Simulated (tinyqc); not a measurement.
Inversion-layer mobility, back-scattering and ballistic limit of a field-effect transistor. Inputs raised by 2 %, one at a time. Computed by tinyqc, a small Python program. Command: `OMP_NUM_THREADS=1 python tinyqc.py 3017608 3017609 out.jsonl mos sens`. One thread of a shared host (Intel(R) Xeon(R) Processor @ 2.30GHz), about 0.03 s of CPU time with the checks.

The charge at the top of the source barrier is fixed by the gate; series resistance and short-channel effects are left out. F_j are Fermi integrals normalised to exp(eta) in the classical limit.

Inputs (values chosen for the exercise, modelled on an InGaAs n-channel):

| quantity | value | unit |
|---|---|---|
| transport mass m | 0.047 | m_0 |
| valley degeneracy g_v | 1 | - |
| weight w of the inversion charge | 0.5 | - |
| permittivity eps | 13.9 | - |
| phonon mobility at 1 MV/cm and 300 K, mu_ph | 3000 | cm^2/(V s) |
| roughness mobility at 1 MV/cm, mu_sr | 2800 | cm^2/(V s) |
| Coulomb mobility at N_inv = 1e12/cm^2, mu_C | 3300 | cm^2/(V s) |
| electrical oxide thickness t_inv | 1.6 | nm |
| depletion charge N_dep | 2.1e+11 | 1/cm^2 |
| gate overdrive V_G - V_T | 0.51 | V |
| drain voltage V_D | 0.52 | V |
| channel length L | 47 | nm |
| exponent a of the critical length | 0.83 | - |
| temperature T | 300 | K |

Statistics at the top of the barrier: Fermi-Dirac.

Constants: eps_0 = 8.8541878128e-12 F/m; e = 1.602176634e-19 C; m_0 = 9.1093837015e-31 kg; k_B = 1.380649e-23 J/K; hbar = 1.054571817e-34 J s; k_B = 8.617333262e-05 eV/K.

Method:
- N_inv = 3.9 eps_0 (V_G - V_T)/(e t_inv); effective field E_eff = e (N_dep + w N_inv)/(eps eps_0).
- mu_phonon = mu_ph (E_eff/1 MV/cm)^(-0.3) (T/300 K)^(-1.75); mu_rough = mu_sr (E_eff/1 MV/cm)^(-2); mu_Coulomb = mu_C (N_inv/1e12 cm^-2) (T/300 K); Matthiessen's rule adds 1/mu.
- F_j(eta) = (1/Gamma(j + 1)) int_0^infinity x^j/(1 + exp(x - eta)) dx, F_0 = ln(1 + exp(eta)). Integrals over x = E/(k_B T) use 160 Gauss-Legendre points in u = sqrt(x) from 0 to sqrt(max(eta, 0) + 32).
- Ballistic channel: N_2D = g_v m k_B T/(pi hbar^2), U = e V_D/(k_B T); eta_F solves N_inv = (N_2D/2)[F_0(eta_F) + F_0(eta_F - U)]; v_T = sqrt(2 k_B T/(pi m)); I/W = e (N_2D/2) v_T [F_1/2(eta_F) - F_1/2(eta_F - U)]; injection velocity v_T F_1/2(eta_F)/F_0(eta_F).
- Mean free path lambda = (2 k_B T/e)(mu/v_T) F_0(eta_0)/F_-1/2(eta_0), with eta_0 from N_inv = N_2D F_0(eta_0); critical length l = L (1 + U)^(-a), an empirical rule; back-scattering r = l/(l + lambda). Then eta solves N_inv = (N_2D/2)[(1 + r) F_0(eta) + (1 - r) F_0(eta - U)] and I/W = e (N_2D/2) v_T (1 - r)[F_1/2(eta) - F_1/2(eta - U)].
- Ballistic ratio: I over the ballistic current. Apparent mobility 1/(1/mu + 1/mu_B), mu_B = mu L/lambda.

Runs:

| input moved | from | to | current I/W (microampere/micrometre) | effective mobility mu (cm^2/(V s)) | ballistic ratio | injection velocity (1e7 cm/s) |
|---|---|---|---|---|---|---|
| base run | - | - | 7920.6 | 2557.2 | 0.96993 | 9.0849 |
| transport mass m (m_0) | 0.047 | 0.04794 | 7903.6 | 2557.2 | 0.96962 | 8.9442 |
| phonon mobility at 1 MV/cm and 300 K, mu_ph (cm^2/(V s)) | 3000 | 3060 | 7923.8 | 2591.8 | 0.97032 | 9.0849 |
| roughness mobility at 1 MV/cm, mu_sr (cm^2/(V s)) | 2800 | 2856 | 7921.5 | 2567.5 | 0.97005 | 9.0849 |
| Coulomb mobility at N_inv = 1e12/cm^2, mu_C (cm^2/(V s)) | 3300 | 3366 | 7921.1 | 2562.9 | 0.97000 | 9.0849 |
| gate overdrive V_G - V_T (V) | 0.51 | 0.5202 | 8015.2 | 2533.3 | 0.97023 | 9.1372 |
| drain voltage V_D (V) | 0.52 | 0.5304 | 8067.8 | 2557.2 | 0.97010 | 9.1226 |
| channel length L (nm) | 47 | 47.94 | 7915.8 | 2557.2 | 0.96934 | 9.0849 |

Exponents ln(y'/y) / ln(x'/x):

| input | current I/W | effective mobility mu | ballistic ratio | injection velocity |
|---|---|---|---|---|
| transport mass m | -0.108 | 0.000 | -0.016 | -0.788 |
| phonon mobility at 1 MV/cm and 300 K, mu_ph | 0.020 | 0.679 | 0.020 | 0.000 |
| roughness mobility at 1 MV/cm, mu_sr | 0.006 | 0.204 | 0.006 | 0.000 |
| Coulomb mobility at N_inv = 1e12/cm^2, mu_C | 0.003 | 0.112 | 0.003 | 0.000 |
| gate overdrive V_G - V_T | 0.600 | -0.475 | 0.016 | 0.290 |
| drain voltage V_D | 0.930 | 0.000 | 0.009 | 0.209 |
| channel length L | -0.031 | 0.000 | -0.031 | 0.000 |

Which inputs matter most for each result?

Among the inputs moved here: current I/W answers most in size to drain voltage V_D (exponent +0.930), next to gate overdrive V_G - V_T (+0.600). Effective mobility mu answers most in size to phonon mobility at 1 MV/cm and 300 K, mu_ph (exponent +0.679), next to gate overdrive V_G - V_T (-0.475); its exponent is below 0.0005 for transport mass m, drain voltage V_D, channel length L. ballistic ratio answers most in size to channel length L (exponent -0.031), next to phonon mobility at 1 MV/cm and 300 K, mu_ph (+0.020). Injection velocity answers most in size to transport mass m (exponent -0.788), next to gate overdrive V_G - V_T (+0.290); its exponent is below 0.0005 for phonon mobility at 1 MV/cm and 300 K, mu_ph, roughness mobility at 1 MV/cm, mu_sr, Coulomb mobility at N_inv = 1e12/cm^2, mu_C, channel length L.

Caution (all rows): the Fermi level lies so high that further subbands and non-parabolicity matter. Caution (all rows): in a degenerate gas the layer that can return carriers is set by E_F rather than k_B T, so l is underestimated.
